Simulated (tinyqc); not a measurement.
Plane-wave Kohn-Sham cycle with exchange-only LDA in a layered model solid, step by step. One step of it, computed by the program tinyqc.

Problem. Iteration 1: Hamiltonian at one k. H(m,m') = (k + G_m)^2/2 delta + V(G_m - G_m'), with V(-G) = V(G).

A solid whose potential varies along x alone (atomic units):
```
parameter                      value
period a                    7.700000
cross-section of the cell  17.000000
electrons per cell                 4
grid points                       16
plane waves -n..n, n               2
k points                           1
V1 in V1 cos(2 pi x/a)     -0.660000
V2 in V2 cos(4 pi x/a)     -0.170000
```

V(G_m), m = 0, 1, 2, ... (hartree): -0.307868  -0.330000  -0.085000  0.000000  0.000000

k = 0.000000 2 pi / a

Give: H.

Solution.

H (hartree), lower triangle:
```
         -2       -1       +0       +1      +2
-2   1.0238
-1  -0.3300   0.0251
+0  -0.0850  -0.3300  -0.3079
+1   0.0000  -0.0850  -0.3300   0.0251
+2   0.0000   0.0000  -0.0850  -0.3300  1.0238
```
